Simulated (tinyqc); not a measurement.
Inside a calculation (part 1 of 2). Method: RKS/LDA (PW92) in the 3-21g basis, for H3+, spin multiplicity 1. Computed by tinyqc, a small Python program that keeps every step (integrals from PySCF). Settings: charge = 1, multiplicity = 1, basis = 3-21g, energy threshold = 1e-10, iteration cap = 66, orthogonalisation = symmetric, start = core, DIIS depth = 0, method = RKS, functional = lda,pw, grid = [15, 26]. Command: `OMP_NUM_THREADS=1 python tinyqc.py 25490 25491 out.jsonl` (the two numbers bound the seeds that draw the settings). One thread of a shared host (Intel(R) Xeon(R) Processor @ 2.60GHz), about 0.3 s of CPU time with the checks. Later iterations appear only in the table of the cycle.

## One-electron integrals

Geometry (angstrom):
```
atom         x         y         z
H     0.000000  0.000000  0.000000
H     0.000000  0.000000  1.091000
H     0.000000  1.061000  0.510000
```

Basis 3-21g: exponents (1/bohr^2) and contraction coefficients of normalised primitives:
```
element  l (shell)  exponent  coefficient
H            s (1)  5.447178     0.156285
H            s (1)  0.824547     0.904691
H            s (2)  0.183192     1.000000
```

Overlap, kinetic and nuclear-attraction integrals over the contracted functions; the nuclear repulsion is the sum of Za Zb / Rab.

nuclear repulsion = 1.37201594 hartree

overlap S:
```
          1H 1s     1H 2s     2H 1s     2H 2s     3H 1s     3H 2s
1H 1s  1.000000  0.645899  0.149373  0.339643  0.110934  0.305626
1H 2s  0.645899  1.000000  0.339643  0.677507  0.305626  0.635530
2H 1s  0.149373  0.339643  1.000000  0.645899  0.098651  0.293114
2H 2s  0.339643  0.677507  0.645899  1.000000  0.293114  0.619630
3H 1s  0.110934  0.305626  0.098651  0.293114  1.000000  0.645899
3H 2s  0.305626  0.635530  0.293114  0.619630  0.645899  1.000000
```

kinetic energy T (hartree):
```
           1H 1s     1H 2s      2H 1s     2H 2s      3H 1s     3H 2s
1H 1s   1.549405  0.293152  -0.046095  0.087950  -0.060690  0.069379
1H 2s   0.293152  0.274788   0.087950  0.137849   0.069379  0.121862
2H 1s  -0.046095  0.087950   1.549405  0.293152  -0.063175  0.062831
2H 2s   0.087950  0.137849   0.293152  0.274788   0.062831  0.115937
3H 1s  -0.060690  0.069379  -0.063175  0.062831   1.549405  0.293152
3H 2s   0.069379  0.121862   0.062831  0.115937   0.293152  0.274788
```

nuclear attraction V (hartree):
```
           1H 1s      1H 2s      2H 1s      2H 2s      3H 1s      3H 2s
1H 1s  -2.655383  -1.384837  -0.355124  -0.750219  -0.255269  -0.672652
1H 2s  -1.384837  -1.554363  -0.747091  -1.126894  -0.661175  -1.055599
2H 1s  -0.355124  -0.747091  -2.643331  -1.377171  -0.224637  -0.641839
2H 2s  -0.750219  -1.126894  -1.377171  -1.545832  -0.633480  -1.029110
3H 1s  -0.255269  -0.661175  -0.224637  -0.633480  -2.607863  -1.354808
3H 2s  -0.672652  -1.055599  -0.641839  -1.029110  -1.354808  -1.522382
```

core Hamiltonian H = T + V (hartree):
```
           1H 1s      1H 2s      2H 1s      2H 2s      3H 1s      3H 2s
1H 1s  -1.105979  -1.091685  -0.401219  -0.662268  -0.315960  -0.603273
1H 2s  -1.091685  -1.279575  -0.659141  -0.989045  -0.591796  -0.933738
2H 1s  -0.401219  -0.659141  -1.093927  -1.084019  -0.287812  -0.579008
2H 2s  -0.662268  -0.989045  -1.084019  -1.271044  -0.570649  -0.913173
3H 1s  -0.315960  -0.591796  -0.287812  -0.570649  -1.058459  -1.061657
3H 2s  -0.603273  -0.933738  -0.579008  -0.913173  -1.061657  -1.247594
```

## Two-electron integrals

Functions are numbered as in S; the eight-fold symmetry (ij|kl) = (ji|kl) = (kl|ij) leaves the list below.

Two-electron integrals (ij|kl) in chemists' order, unique and non-zero (hartree):
```
(11|11) 1.140145   (21|11) 0.611403   (21|21) 0.345152   (22|11) 0.626370
(22|21) 0.380329   (22|22) 0.482957   (31|11) 0.121582   (31|21) 0.071364
(31|22) 0.083447   (31|31) 0.022884   (32|11) 0.189708   (32|21) 0.118269
(32|22) 0.157612   (32|31) 0.041858   (32|32) 0.094827   (33|11) 0.482287
(33|21) 0.307791   (33|22) 0.433659   (33|31) 0.121582   (33|32) 0.311366
(33|33) 1.140145   (41|11) 0.311366   (41|21) 0.177053   (41|22) 0.197491
(41|31) 0.041858   (41|32) 0.071154   (41|33) 0.189708   (41|41) 0.094827
(42|11) 0.382183   (42|21) 0.234791   (42|22) 0.307159   (42|31) 0.062546
(42|32) 0.129943   (42|33) 0.382183   (42|41) 0.129943   (42|42) 0.221685
(43|11) 0.307791   (43|21) 0.195202   (43|22) 0.273037   (43|31) 0.071364
(43|32) 0.177053   (43|33) 0.611403   (43|41) 0.118269   (43|42) 0.234791
(43|43) 0.345152   (44|11) 0.433659   (44|21) 0.273037   (44|22) 0.382184
(44|31) 0.083447   (44|32) 0.197491   (44|33) 0.626370   (44|41) 0.157612
(44|42) 0.307159   (44|43) 0.380329   (44|44) 0.482957   (51|11) 0.086682
(51|21) 0.051341   (51|22) 0.060975   (51|31) 0.012431   (51|32) 0.022015
(51|33) 0.058308   (51|41) 0.027954   (51|42) 0.041020   (51|43) 0.036884
(51|44) 0.050508   (51|51) 0.012585   (52|11) 0.160791   (52|21) 0.100938
(52|22) 0.137069   (52|31) 0.025618   (52|32) 0.051954   (52|33) 0.144204
(52|41) 0.055685   (52|42) 0.096804   (52|43) 0.091503   (52|44) 0.128316
(52|51) 0.027525   (52|52) 0.076710   (53|11) 0.053293   (53|21) 0.033615
(53|22) 0.045624   (53|31) 0.011207   (53|32) 0.024753   (53|33) 0.075889
(53|41) 0.020014   (53|42) 0.036702   (53|43) 0.045100   (53|44) 0.053882
(53|51) 0.008624   (53|52) 0.022663   (53|53) 0.009945   (54|11) 0.142245
(54|21) 0.090040   (54|22) 0.125265   (54|31) 0.024696   (54|32) 0.052751
(54|33) 0.150804   (54|41) 0.050831   (54|42) 0.093113   (54|43) 0.094893
(54|44) 0.129738   (54|51) 0.024718   (54|52) 0.071989   (54|53) 0.023330
(54|54) 0.070532   (55|11) 0.448189   (55|21) 0.287281   (55|22) 0.413054
(55|31) 0.073623   (55|32) 0.156686   (55|33) 0.436456   (55|41) 0.159541
(55|42) 0.298661   (55|43) 0.280111   (55|44) 0.405480   (55|51) 0.086682
(55|52) 0.278728   (55|53) 0.075889   (55|54) 0.266768   (55|55) 1.140145
(61|11) 0.278728   (61|21) 0.158678   (61|22) 0.177345   (61|31) 0.034850
(61|32) 0.058748   (61|33) 0.154435   (61|41) 0.083067   (61|42) 0.112818
(61|43) 0.097393   (61|44) 0.133905   (61|51) 0.027525   (61|52) 0.055412
(61|53) 0.018265   (61|54) 0.049469   (61|55) 0.160791   (61|61) 0.076710
(62|11) 0.352699   (62|21) 0.217054   (62|22) 0.285240   (62|31) 0.051823
(62|32) 0.103207   (62|33) 0.291355   (62|41) 0.116104   (62|42) 0.192487
(62|43) 0.182608   (62|44) 0.252233   (62|51) 0.043551   (62|52) 0.108958
(62|53) 0.034975   (62|54) 0.101367   (62|55) 0.352699   (62|61) 0.108958
(62|62) 0.195066   (63|11) 0.149623   (63|21) 0.094259   (63|22) 0.129201
(63|31) 0.033658   (63|32) 0.079761   (63|33) 0.266768   (63|41) 0.056832
(63|42) 0.108559   (63|43) 0.151940   (63|44) 0.169946   (63|51) 0.019367
(63|52) 0.048443   (63|53) 0.023330   (63|54) 0.050213   (63|55) 0.150804
(63|61) 0.048215   (63|62) 0.090013   (63|63) 0.070532   (64|11) 0.288652
(64|21) 0.180665   (64|22) 0.248568   (64|31) 0.050840   (64|32) 0.112996
(64|33) 0.341681   (64|41) 0.101847   (64|42) 0.188417   (64|43) 0.210415
(64|44) 0.277003   (64|51) 0.038348   (64|52) 0.102525   (64|53) 0.037755
(64|54) 0.101617   (64|55) 0.341681   (64|61) 0.092347   (64|62) 0.178533
(64|63) 0.101617   (64|64) 0.185427   (65|11) 0.287281   (65|21) 0.183155
(65|22) 0.261020   (65|31) 0.046847   (65|32) 0.099609   (65|33) 0.280111
(65|41) 0.101281   (65|42) 0.187796   (65|43) 0.178879   (65|44) 0.256572
(65|51) 0.051341   (65|52) 0.158678   (65|53) 0.045100   (65|54) 0.151940
(65|55) 0.611403   (65|61) 0.100938   (65|62) 0.217054   (65|63) 0.094893
(65|64) 0.210415   (65|65) 0.345152   (66|11) 0.413054   (66|21) 0.261020
(66|22) 0.369447   (66|31) 0.065447   (66|32) 0.140559   (66|33) 0.405480
(66|41) 0.142214   (66|42) 0.261857   (66|43) 0.256572   (66|44) 0.364639
(66|51) 0.060975   (66|52) 0.177345   (66|53) 0.053882   (66|54) 0.169946
(66|55) 0.626370   (66|61) 0.137069   (66|62) 0.285240   (66|63) 0.129738
(66|64) 0.277003   (66|65) 0.380329   (66|66) 0.482957
```

## Orthogonalisation

S = U s U^T; symmetric (Loewdin) form X = U s^(-1/2) U^T, so that X^T S X = 1.

eigenvalues of S: 0.181717  0.205551  0.388349  0.989232  1.094998  3.140153

X:
```
           1H 1s      1H 2s      2H 1s      2H 2s      3H 1s      3H 2s
1H 1s   1.245026  -0.500120   0.008222   0.008649   0.022569   0.012060
1H 2s  -0.500120   1.682995   0.006367  -0.439213   0.005121  -0.366501
2H 1s   0.008222   0.006367   1.244946  -0.498427   0.026278   0.012294
2H 2s   0.008649  -0.439213  -0.498427   1.661064   0.007594  -0.338467
3H 1s   0.022569   0.005121   0.026278   0.007594   1.244783  -0.495701
3H 2s   0.012060  -0.366501   0.012294  -0.338467  -0.495701   1.602783
```

## Starting guess

The start is the orbitals of the core Hamiltonian; D = 2 C_occ C_occ^T.

D at the start:
```
          1H 1s     1H 2s     2H 1s     2H 2s     3H 1s     3H 2s
1H 1s  0.196168  0.128453  0.187931  0.122960  0.163270  0.109570
1H 2s  0.128453  0.084112  0.123059  0.080516  0.106911  0.071747
2H 1s  0.187931  0.123059  0.180039  0.117797  0.156414  0.104969
2H 2s  0.122960  0.080516  0.117797  0.077073  0.102340  0.068680
3H 1s  0.163270  0.106911  0.156414  0.102340  0.135889  0.091195
3H 2s  0.109570  0.071747  0.104969  0.068680  0.091195  0.061201
```

## Iteration 1: exchange-correlation on the grid

Becke grid with 15 radial and 26 angular points per atom, points of zero weight dropped. rho = sum D_ij phi_i phi_j; V_xc,ij = sum w v_xc phi_i phi_j; v_xc is d(rho eps)/d rho.

The 16 grid points with the largest w rho, of 1162 (bohr, atomic units):
```
x                 y         z         w       rho     eps_xc       v_xc
0.000000   0.835961  0.963760  0.169355  0.090632  -0.384287  -0.502129
0.000000   0.826635  0.826635  0.130823  0.091920  -0.385952  -0.504322
0.000000   0.826635  1.235057  0.135297  0.088789  -0.381872  -0.498950
0.000000   0.000000  0.800000  0.103295  0.114656  -0.413052  -0.540016
0.000000   0.000000  1.261691  0.103104  0.111605  -0.409642  -0.535524
0.000000   1.169038  0.000000  0.200589  0.056522  -0.332597  -0.434116
0.000000   1.169038  2.061691  0.225767  0.048686  -0.317797  -0.414660
-0.826635  0.000000  0.826635  0.208052  0.050847  -0.322032  -0.420227
0.826635   0.000000  0.826635  0.208052  0.050847  -0.322032  -0.420227
0.000000   1.204999  0.963760  0.114196  0.091419  -0.385306  -0.503471
-0.674944  0.674944  0.674944  0.174818  0.059581  -0.337992  -0.441211
0.674944   0.674944  0.674944  0.174818  0.059581  -0.337992  -0.441211
0.000000   0.000000  0.892653  0.094686  0.109835  -0.407636  -0.532880
-0.826635  0.000000  1.235057  0.207400  0.049790  -0.319977  -0.417526
0.826635   0.000000  1.235057  0.207400  0.049790  -0.319977  -0.417526
0.000000   0.000000  1.169038  0.095308  0.108050  -0.405588  -0.530183
```

electrons on the grid, sum of w rho = 2.001476

E_xc = sum of w rho eps_xc = -0.60941675 hartree

V_xc (hartree):
```
           1H 1s      1H 2s      2H 1s      2H 2s      3H 1s      3H 2s
1H 1s  -0.479991  -0.266540  -0.070434  -0.146430  -0.050688  -0.130579
1H 2s  -0.266540  -0.284099  -0.144095  -0.209094  -0.123165  -0.193673
2H 1s  -0.070434  -0.144095  -0.469443  -0.260961  -0.044348  -0.122959
2H 2s  -0.146430  -0.209094  -0.260961  -0.279876  -0.117992  -0.188109
3H 1s  -0.050688  -0.123165  -0.044348  -0.117992  -0.439157  -0.245367
3H 2s  -0.130579  -0.193673  -0.122959  -0.188109  -0.245367  -0.266870
```

## Iteration 1: building the Kohn-Sham matrix

J_ij = sum D_kl (ij|kl); F = H + J + V_xc; E = tr D H + tr D J / 2 + E_xc + E_nn.

Coulomb J (hartree):
```
          1H 1s     1H 2s     2H 1s     2H 2s     3H 1s     3H 2s
1H 1s  1.286493  0.766562  0.203380  0.422173  0.146215  0.378159
1H 2s  0.766562  0.957787  0.416192  0.688578  0.355027  0.637757
2H 1s  0.203380  0.416192  1.256559  0.751369  0.128994  0.357342
2H 2s  0.422173  0.688578  0.751369  0.945969  0.340287  0.620164
3H 1s  0.146215  0.355027  0.128994  0.340287  1.161319  0.702287
3H 2s  0.378159  0.637757  0.357342  0.620164  0.702287  0.906814
```

Kohn-Sham matrix F (hartree):
```
           1H 1s      1H 2s      2H 1s      2H 2s      3H 1s      3H 2s
1H 1s  -0.299477  -0.591664  -0.268273  -0.386525  -0.220432  -0.355693
1H 2s  -0.591664  -0.605887  -0.387044  -0.509561  -0.359935  -0.489654
2H 1s  -0.268273  -0.387044  -0.306811  -0.593610  -0.203166  -0.344625
2H 2s  -0.386525  -0.509561  -0.593610  -0.604951  -0.348354  -0.481119
3H 1s  -0.220432  -0.359935  -0.203166  -0.348354  -0.336296  -0.604737
3H 2s  -0.355693  -0.489654  -0.344625  -0.481119  -0.604737  -0.607650
```

total energy of this density = -1.23683161 hartree

## Iteration 1: diagonalisation and new density

Diagonalise F' = X^T F X, C = X C', fill 1 alpha and 1 beta electrons from the bottom; D = 2 C_occ C_occ^T. Each column has its largest component positive (the first on a tie).

F' = X^T F X (hartree):
```
           1          2          3          4          5          6
1   0.104670  -0.529169  -0.079988  -0.062618  -0.040334  -0.057128
2  -0.529169  -0.094020  -0.064780  -0.101426  -0.065710  -0.099228
3  -0.079988  -0.064780   0.095645  -0.529790  -0.026669  -0.056425
4  -0.062618  -0.101426  -0.529790  -0.099783  -0.063080  -0.097633
5  -0.040334  -0.065710  -0.026669  -0.063080   0.060707  -0.534290
6  -0.057128  -0.099228  -0.056425  -0.097633  -0.534290  -0.115795
```

orbital energies (hartree): MO1 -0.826884, MO2 -0.437072, MO3 -0.380783, MO4 0.513616, MO5 0.515506, MO6 0.567041

coefficients C:
```
            MO1        MO2        MO3        MO4        MO5        MO6
1H 1s  0.243570  -0.142281   0.302012   0.519693   0.666861  -0.956787
1H 2s  0.213749  -0.344692   0.978771  -0.280791  -0.714099   1.303309
2H 1s  0.243689  -0.219003  -0.257353   0.440744   0.856489   0.835382
2H 2s  0.219311  -0.542462  -0.852044  -0.164513  -0.960634  -1.138832
3H 1s  0.253465   0.346412  -0.040159   1.103235  -0.615636   0.120387
3H 2s  0.243539   0.905371  -0.138401  -1.032031   1.035544  -0.167955
```

D after iteration 1:
```
          1H 1s     1H 2s     2H 1s     2H 2s     3H 1s     3H 2s
1H 1s  0.118653  0.104126  0.118711  0.106835  0.123473  0.118638
1H 2s  0.104126  0.091377  0.104176  0.093755  0.108356  0.104112
2H 1s  0.118711  0.104176  0.118768  0.106887  0.123533  0.118695
2H 2s  0.106835  0.093755  0.106887  0.096195  0.111175  0.106821
3H 1s  0.123473  0.108356  0.123533  0.111175  0.128489  0.123457
3H 2s  0.118638  0.104112  0.118695  0.106821  0.123457  0.118622
```

## Iteration 2: exchange-correlation on the grid

As before.

The 16 grid points with the largest w rho, of 1162 (bohr, atomic units):
```
x                 y         z         w       rho     eps_xc       v_xc
0.000000   0.835961  0.963760  0.169355  0.088254  -0.381166  -0.498020
0.000000   0.826635  1.235057  0.135297  0.086706  -0.379104  -0.495306
0.000000   0.826635  0.826635  0.130823  0.088557  -0.381567  -0.498548
0.000000   1.169038  2.061691  0.225767  0.050220  -0.320817  -0.418630
0.000000   1.169038  0.000000  0.200589  0.055981  -0.331621  -0.432833
0.826635   1.178365  0.963760  0.235560  0.046765  -0.313921  -0.409567
-0.826635  1.178365  0.963760  0.235560  0.046765  -0.313921  -0.409567
0.000000   1.204999  0.963760  0.114196  0.095477  -0.390474  -0.510276
-0.674944  0.674944  0.674944  0.174818  0.057401  -0.334166  -0.436180
0.674944   0.674944  0.674944  0.174818  0.057401  -0.334166  -0.436180
0.674944   0.674944  1.386747  0.177548  0.056100  -0.331837  -0.433116
-0.674944  0.674944  1.386747  0.177548  0.056100  -0.331837  -0.433116
0.000000   0.000000  0.800000  0.103295  0.095536  -0.390548  -0.510373
0.000000   0.000000  1.261691  0.103104  0.095247  -0.390185  -0.509895
-0.826635  0.000000  0.826635  0.208052  0.046118  -0.312592  -0.407821
0.826635   0.000000  0.826635  0.208052  0.046118  -0.312592  -0.407821
```

electrons on the grid, sum of w rho = 2.000342

E_xc = sum of w rho eps_xc = -0.57712581 hartree

V_xc (hartree):
```
           1H 1s      1H 2s      2H 1s      2H 2s      3H 1s      3H 2s
1H 1s  -0.450324  -0.254609  -0.067632  -0.140430  -0.050393  -0.126089
1H 2s  -0.254609  -0.281320  -0.139718  -0.207535  -0.126520  -0.196210
2H 1s  -0.067632  -0.139718  -0.448426  -0.253118  -0.044419  -0.120213
2H 2s  -0.140430  -0.207535  -0.253118  -0.279873  -0.121381  -0.191319
3H 1s  -0.050393  -0.126520  -0.044419  -0.121381  -0.454098  -0.255026
3H 2s  -0.126089  -0.196210  -0.120213  -0.191319  -0.255026  -0.279431
```

## Iteration 2: building the Kohn-Sham matrix

As before.

Coulomb J (hartree):
```
          1H 1s     1H 2s     2H 1s     2H 2s     3H 1s     3H 2s
1H 1s  1.206550  0.726965  0.193045  0.400958  0.143557  0.362007
1H 2s  0.726965  0.927221  0.399079  0.668257  0.358909  0.630004
2H 1s  0.193045  0.399079  1.198165  0.722164  0.127491  0.345853
2H 2s  0.400958  0.668257  0.722164  0.922587  0.344505  0.614651
3H 1s  0.143557  0.358909  0.127491  0.344505  1.193715  0.718516
3H 2s  0.362007  0.630004  0.345853  0.614651  0.718516  0.917687
```

Kohn-Sham matrix F (hartree):
```
           1H 1s      1H 2s      2H 1s      2H 2s      3H 1s      3H 2s
1H 1s  -0.349753  -0.619329  -0.275806  -0.401740  -0.222796  -0.367354
1H 2s  -0.619329  -0.633674  -0.399780  -0.528323  -0.359408  -0.499944
2H 1s  -0.275806  -0.399780  -0.344188  -0.614972  -0.204740  -0.353368
2H 2s  -0.401740  -0.528323  -0.614972  -0.628330  -0.347525  -0.489842
3H 1s  -0.222796  -0.359408  -0.204740  -0.347525  -0.318842  -0.598166
3H 2s  -0.367354  -0.499944  -0.353368  -0.489842  -0.598166  -0.609337
```

total energy of this density = -1.24652492 hartree

## Iteration 2: diagonalisation and new density

As before.

F' = X^T F X (hartree):
```
           1          2          3          4          5          6
1   0.053656  -0.532003  -0.080251  -0.065530  -0.040476  -0.060396
2  -0.532003  -0.116873  -0.066434  -0.104919  -0.063554  -0.099131
3  -0.080251  -0.066434   0.058023  -0.531864  -0.026887  -0.058735
4  -0.065530  -0.104919  -0.531864  -0.118258  -0.061312  -0.096651
5  -0.040476  -0.063554  -0.026887  -0.061312   0.079535  -0.532974
6  -0.060396  -0.099131  -0.058735  -0.096651  -0.532974  -0.115426
```

orbital energies (hartree): MO1 -0.849552, MO2 -0.442218, MO3 -0.409323, MO4 0.483647, MO5 0.522302, MO6 0.535799

coefficients C:
```
            MO1        MO2        MO3        MO4        MO5        MO6
1H 1s  0.264150  -0.123040   0.316757   0.918086  -0.358702  -0.802626
1H 2s  0.236239  -0.303041   0.965263  -0.871843   0.261250   1.225623
2H 1s  0.256395  -0.217433  -0.265452   0.880965   0.359759   0.842771
2H 2s  0.229669  -0.553190  -0.824031  -0.801013  -0.731364  -1.049216
3H 1s  0.228316   0.348721  -0.053911   0.048292  -1.162649   0.515522
3H 2s  0.202544   0.921272  -0.168074   0.350542   1.300878  -0.575007
```

D after iteration 2:
```
          1H 1s     1H 2s     2H 1s     2H 2s     3H 1s     3H 2s
1H 1s  0.139551  0.124805  0.135454  0.121334  0.120619  0.107004
1H 2s  0.124805  0.111618  0.121141  0.108513  0.107874  0.095697
2H 1s  0.135454  0.121141  0.131477  0.117772  0.117078  0.103862
2H 2s  0.121334  0.108513  0.117772  0.105495  0.104874  0.093036
3H 1s  0.120619  0.107874  0.117078  0.104874  0.104256  0.092488
3H 2s  0.107004  0.095697  0.103862  0.093036  0.092488  0.082048
```
